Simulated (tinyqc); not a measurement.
# Capacitance shares from swing and barrier lowering

Question. Below threshold the charge is negligible, so the band edge moves as -(aG Vg + aD Vd), aG = CG/CS, aD = CD/CS (CG, CD the capacitances of the barrier top to gate and drain, CS the total), and I goes as exp((aG Vg + aD Vd)/Vt) once Vd is well above Vt. Find aG, aD, CS and CD.

Values chosen for this exercise: temperature T = 77 K.

Constants: q = 1.602176634e-19 C, kB = 1.380649e-23 J/K, Vt = kB T/q. Results are converted to the units shown.

swing = 19.842143 mV/decade
DIBL = 72.727273 mV/V
CG = 1.2789382 uF/cm^2

Answer. The swing is Vt ln 10/aG and the DIBL, -dVg/dVd at fixed current, is aD/aG.

aG = 0.770
aD = 0.0560
CS = 1.66 uF/cm^2
CD = 0.0930 uF/cm^2

Program tinyqc, `OMP_NUM_THREADS=1 python tinyqc.py 2400034 2400035 out.jsonl`; Intel Xeon 2.30GHz, shared host, one thread, about 0.01 s.
